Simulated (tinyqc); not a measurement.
X-ray reflectivity of a thin film on silicon: critical angles, Parratt recursion, fringes and roughness: one step, computed by the program tinyqc. Command: `OMP_NUM_THREADS=1 python tinyqc.py 3121278 3121279 out.jsonl xrr walk`. One thread of a shared host (Intel(R) Xeon(R) Processor @ 2.30GHz), about 0.01 s of CPU time with the checks.

n = 1 - delta + i beta; the classical electron radius is r_e = 2.8179403e-6 nm. Layer 0 is vacuum, 1 the film, 2 the substrate.

Question. Reflectivity at one angle. k_j = (2 pi/lambda) sqrt(sin^2 theta - 2 delta_j + 2 i beta_j); r_ij = (k_i - k_j)/(k_i + k_j) x exp(-2 k_i k_j sigma^2) (Nevot-Croce); r = (r_01 + r_12 p)/(1 + r_01 r_12 p), p = exp(2 i k_1 d); R = |r|^2.

Inputs (values chosen for the exercise, modelled on a porous low-k film on silicon, copper K-alpha radiation):

| quantity | value | unit |
|---|---|---|
| wavelength lambda | 0.15406 | nm |
| film thickness d | 51.2 | nm |
| roughness of the surface sigma_1 | 0.32 | nm |
| roughness of the interface sigma_2 | 0.6 | nm |
| grazing angle theta | 2.02 | degrees |

Constants:

| layer | rho_e (1/nm^3) | delta | beta | critical angle (degrees) | q_c (1/nm) |
|---|---|---|---|---|---|
| film | 402.4115 | 4.283533e-06 | 4.283533e-08 | 0.1677022 | 0.2387459 |
| substrate | 711.4015 | 7.572626e-06 | 1.741704e-07 | 0.2229774 | 0.3174375 |

Give: k_0, k_1, k_2; 1000 r_01; 1000 r_12; p; reflectivity R; q = 4 pi sin(theta)/lambda.

Answer.

k_0, k_1, k_2 (1/nm): 1.4376  1.4326  1.4288+0.0002i

1000 r_01 = 1.1345-0.0114i

1000 r_12 = 0.30611-0.01236i

p = -0.57372+0.81284i

reflectivity R = 9.9867e-07

q = 4 pi sin(theta)/lambda = 2.8751 1/nm
